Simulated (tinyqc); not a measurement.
Off-state leakage of single and stacked transistors: course of the iteration.

n-channel devices of unit width. Subthreshold current I(Vg, Vs, Vd) = I0 (T/300 K)^0.5 exp[(Vg - Vs - VT(T) - gb (Vs - Vb) + dd (Vd - Vs))/(nf Vt)] (1 - exp(-(Vd - Vs)/Vt)), VT(T) = VT - cT (T - 300 K). Gate-edge tunnelling Ig (Vd/1 V) exp(ag (Vd - 1 V)), for a gate at 0 V, and band-to-band leakage Ab u exp(-Bb/u), u = Vd - Vb + 1 V, flow at a drain held at V; both are taken as independent of T. In a stack of off transistors (all gates at 0 V) the same subthreshold current passes through each.

Start: Vx = dd V/(1 + gb + 2 dd), the solution for Vx well above Vt, rounded to three decimals.

Stack of two, Vx the node between them: I_low = I(0, 0, Vx), I_up = I(0, Vx, V), f = ln(I_up/I_low), f' = -(1 + gb + 2 dd)/(nf Vt) - 1/(Vt (exp(Vx/Vt) - 1)) - 1/(Vt (exp((V - Vx)/Vt) - 1)), Vx(new) = Vx - f/f'.

Stop when the step is below 1e-11 V, or after 40 iterations.

Inputs (values chosen for the exercise); values of the order met in bulk silicon logic transistors:
```
symbol  value   unit                                             meaning
T         300      K                                         temperature
V         1.1      V                                      supply voltage
VT       0.28      V        threshold at 300 K, zero drain and body bias
cT        0.9   mV/K              fall of the threshold with temperature
I0       0.66  uA/um                       current at threshold at 300 K
nf       1.28                                               slope factor
dd       0.05                            drain-induced lowering per volt
gb       0.08         rise of the threshold per volt of source-body bias
Vb       -0.6      V                                        body voltage
```

Constants: q = 1.602176634e-19 C, kB = 1.380649e-23 J/K, Vt = kB T/q. Results are converted to the units shown.

Course of the iteration:
```
iteration	Vx before the step (V)	step (V)
1	0.047	3.78e-3
2	0.0507826	5.53e-5
3	0.0508379	1.03e-8
4	0.0508379	< 1e-15
```

Did this iteration meet its convergence test, and what does its course show?

Yes. Converged in 4 iterations. The subthreshold current of the stack is 0.03038 nA/um, 5.67 times less than that of one transistor (the drain leakage is unchanged); the estimate exp[dd V (1 + gb + dd)/((1 + gb + 2 dd) nf Vt)] gives 4.91.

Computed by the program tinyqc: `OMP_NUM_THREADS=1 python tinyqc.py 2242261 2242262 out.jsonl`, one thread of a shared Intel Xeon 2.30GHz, about 0.04 s for the whole run.
